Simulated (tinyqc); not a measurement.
# Free and trapped electrons in a MOS channel with a dense trap tail, step by step

Computed by the program tinyqc: `OMP_NUM_THREADS=1 python tinyqc.py 2222164 2222165 out.jsonl`, one thread of a shared Intel Xeon 2.30GHz, about 0.02 s for the whole run. Printed values are rounded.

p-type body, charge-sheet picture, full ionisation (an idealisation for deep acceptors), Boltzmann statistics for free electrons. e = Ec - EF at the surface. Acceptor-like traps of density D(E) = D0 + De exp(-E/Ew) at depth E below Ec, from 0 to Eu, hold n_t = integral of D(E)/(1 + exp((e - E)/Vt)). psi = Eg - Vt ln(Nv/Na) - e; N_dep = sqrt(2 eps0 eps_r Na (psi - Vt)/q); n_f = sqrt(N_dep^2 + 2 eps0 eps_r Vt Nc exp(-e/Vt)/q) - N_dep; Vg = Vfb + psi + q (N_dep + n_t + n_f)/Cox, Cox = eps0 eox/tox.

Parameters, values chosen for the exercise; band and dielectric values close to those of 4H silicon carbide:
```
symbol    value         unit                                             meaning
T           250            K                                         temperature
Eg         3.32           eV                                            band gap
eps_r      9.62                                            relative permittivity
Nc      1.29e19        cm^-3              conduction-band density of states at T
Nv      1.87e19        cm^-3                 valence-band density of states at T
eox         3.9                           relative permittivity of the insulator
tox          25           nm                                 insulator thickness
Na         5e16        cm^-3                                    acceptor density
Vfb       -2.72            V            flat-band voltage without trapped charge
D0       6.7e10  cm^-2 eV^-1  constant background density of acceptor-like traps
De       5.2e13  cm^-2 eV^-1          density of the tail at the conduction edge
Ew          0.1           eV                            decay energy of the tail
Eu          0.6           eV        depth below Ec down to which the traps reach
mf           78   cm^2/(V s)                          mobility of free electrons
e         0.068           eV                              Ec - EF at the surface
```

Constants: q = 1.602176634e-19 C, kB = 1.380649e-23 J/K, Vt = kB T/q, eps0 = 8.8541878128e-14 F/cm where lengths are in cm. Results are converted to the units shown.

## Trapped charge

Trapezoid rule on 16 equal steps from 0 to Eu, f = 1/(1 + exp((e - E)/Vt)).

```
point  E (eV)  D(E) f (cm^-2 eV^-1)
0           0            2.12635e12
1      0.0375            6.99394e12
2       0.075            1.42984e13
3      0.1125            1.50424e13
4        0.15            1.14160e13
5      0.1875            8.01022e12
6       0.225            5.54397e12
7      0.2625            3.83341e12
8         0.3            2.65587e12
9      0.3375            1.84634e12
10      0.375            1.28992e12
11     0.4125            9.07502e11
12       0.45            6.44668e11
13     0.4875            4.64025e11
14      0.525            3.39871e11
15     0.5625            2.54541e11
16        0.6            1.95895e11
```

n_t = 2.80133e12 cm^-2

With 1600 steps n_t = 2.810e12 cm^-2; the coarse value is 0.30 % below it.

## Charges and gate voltage

psi, N_dep, n_f and Vg as defined, with the n_t given; free share n_f/(n_f + n_t); apparent mobility mf n_f/(n_f + n_t); gate voltage spent on traps q n_t/Cox.

psi = 3.12437 V
N_dep = 1.28436e12 cm^-2
n_f = 4.80792e10 cm^-2
Vg = 5.19931 V
free share = 1.68734 %
apparent mobility = 1.31612 cm^2/(V s)
gate voltage spent on traps = 3.24939 V
